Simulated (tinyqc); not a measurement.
Ballistic conductance of a hard-wall wire of rectangular section by counting modes: one step of the calculation.

Subband edges E_(a,b) = (C pi^2/m) [(a/W)^2 + (b/Hh)^2], a, b = 1, 2, ...; C = hbar^2/(2 m0). Every mode transmits fully; spin gives the factor 2 in 2 q^2/h, valleys the factor gv.

Question. Conductance and ballistic resistance. G = (2 q^2/h) gv M; at zero temperature M counts the edges below Ef, at T it is the sum of degeneracy times f. The smooth (Sharvin) count is kF^2 A/(4 pi), kF = sqrt(m Ef/C), A = W Hh, perimeter p = 2 (W + Hh), and with the boundary term kF^2 A/(4 pi) - kF p/(4 pi). The sum runs over the edges listed.

Values chosen for this exercise:

| symbol | value | unit | meaning |
|---|---|---|---|
| T | 4 | K | temperature |
| m | 0.25 | m0 | mass |
| gv | 1 |  | valleys |
| Ef | 0.374 | eV | Fermi energy above the bulk band edge |
| W | 8.9 | nm | width |
| Hh | 5.4 | nm | height |

Constants: q = 1.602176634e-19 C, hbar = 1.054571817e-34 J s, h = 6.62607015e-34 J s, m0 = 9.1093837015e-31 kg, hbar^2/(2 m0) = 0.0380998212 eV nm^2. Results are converted to the units shown.

| mode | edge (eV) | degeneracy | f |
|---|---|---|---|
| 1,1 | 0.07057067 | 1 | 1.0000000 |
| 2,1 | 0.12753774 | 1 | 1.0000000 |
| 3,1 | 0.22248286 | 1 | 1.0000000 |
| 1,2 | 0.22531559 | 1 | 1.0000000 |
| 2,2 | 0.28228266 | 1 | 1.0000000 |
| 4,1 | 0.35540604 | 1 | 1.0000000 |
| 3,2 | 0.37722779 | 1 | 0.0000857 |

Give: M at zero temperature; M at T; G; resistance 1/G; smooth count.

Answer.

M at zero temperature = 6
M at T = 6.000
G = 464.9 uS
resistance 1/G = 2.151 kohm
smooth count = 9.386

The smooth count is 56 % above M at T. With the boundary term it is 5.82.

Computed by the program tinyqc: `OMP_NUM_THREADS=1 python tinyqc.py 2740118 2740119 out.jsonl`, one thread of a shared Intel Xeon 2.30GHz, about 0.5 s for the whole run.
